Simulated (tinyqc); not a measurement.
Surface potential of a MOS transistor: implicit equation and explicit approximations: one step of the calculation.

p-type body, charge-sheet picture, depletion and inversion only, full ionisation (an idealisation for deep acceptors), Boltzmann statistics (rough once Na exp(x - xn) passes about Nc/7). In units of Vt: xg = (Vg - Vfb)/Vt, x = psi/Vt, G = gamma/sqrt(Vt), xn = (2 phiF + Vc)/Vt. The implicit equation is (xg - x)^2 = G^2 [x - 1 + exp(x - xn)] for x above about 3. Cox = eps0 eox/tox.

Task. New x. D = exp(x - xn), f = (xg - x)^2 - G^2 (x - 1 + D), f' = -2 (xg - x) - G^2 (1 + D), x(new) = x - f/f'.

x after iteration 2 = 30.596469
G = 0.73009501
xn = 23.419424
xg = 57.248956

Give: D; f; f'; x after iteration 3.

Result.

D = 1309
f = -3.187
f' = -751.6
x after iteration 3 = 30.59

tinyqc, about 0.01 s, one thread, Intel Xeon 2.30GHz (shared host): `OMP_NUM_THREADS=1 python tinyqc.py 2122166 2122167 out.jsonl`
